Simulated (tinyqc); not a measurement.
# From 1s binding energy back to central-cell strength A

Model: effective-mass impurity with a central-cell term, in a basis of Slater functions. Computed by tinyqc, a small Python program. Command: `OMP_NUM_THREADS=1 python tinyqc.py 3014963 3014964 out.jsonl centralcell inv`. One thread of a shared host (Intel(R) Xeon(R) Processor @ 2.30GHz), about 0.02 s of CPU time with the checks.

The envelope obeys H = -nabla^2 - (2/r) [Z + A exp(-kappa r)] in effective units, with kappa = a*/lambda; positive A deepens the well near the core.

Inputs (values chosen for the exercise, with mass and screening modelled on ZnSe):

| quantity | value | unit |
|---|---|---|
| effective mass m | 0.15 | m_0 |
| dielectric constant eps | 9 | - |
| charge Z of the core | 1 | - |
| central-cell range lambda | 2.4 | angstrom |

Impurity: donor, one isotropic band.

Constants: Ry = 13.605693123 eV; a_0 = 0.529177210903 angstrom.

Method:
- Units: Ry* = Ry m/eps^2 and a* = a_0 eps/m, with m in m_0.
- kappa = a*/lambda; the hydrogenic ground state is bound by Z^2 Ry*.
- For s functions exp(-zeta r), with s = zeta_i + zeta_j: S = 2/s^3, T = zeta_i zeta_j S, V = -2 Z/s^2, W = -2 A/(s + kappa)^2; each function is normalised by dividing by sqrt(S_ii S_jj).
- Large basis: zeta_i = 0.06 x 1.6^(i-1), i = 1..22, same formulas; for p functions r exp(-zeta r): S = 24/s^5, T = zeta_i zeta_j S (centrifugal term included), V = -12 Z/s^4, W = -12 A/(s + kappa)^4; overlap eigenvalues below 1e-11 are dropped.
- Binding energies are -E Ry*; the effective quantum number is nu = Z/sqrt(-E); |psi(0)|^2 is given relative to the hydrogenic Z^3/(pi a*^3).

Problem. A run gave the result below. Find the central-cell strength A, known to lie between -1.4 and -0.75.

1s binding energy = 24.50903 meV

Solution.

Each step takes the trial c = (a f_b - b f_a)/(f_b - f_a), f being the result less the target; c replaces end b, the old b replaces a if the sign of f changed, and otherwise f_a is halved.

Scan of the range:

| central-cell strength A | 1s binding energy (meV) |
|---|---|
| -1.400 | 24.1486 |
| -1.290 | 24.2202 |
| -1.180 | 24.2934 |
| -1.070 | 24.3683 |
| -0.967 | 24.4399 |
| -0.858 | 24.5174 |
| -0.750 | 24.5960 |

False position (Illinois rule) inside the bracket:

| step | end a | end b | trial | 1s binding energy (meV) |
|---|---|---|---|---|
| 1 | -0.967000 | -0.858000 | -0.869817 | 24.5089 |
| 2 | -0.858000 | -0.869817 | -0.869698 | 24.5090 |
| 3 | -0.858000 | -0.869698 | -0.869697 | 24.5090 |
| 4 | -0.869698 | -0.869697 | -0.869697 | 24.5090 |

1s binding energy rises at every point of a 13-point scan of the range (every second point is shown), so one value fits; it is bracketed by -0.967 and -0.858. Answer: central-cell strength A = -0.8697.
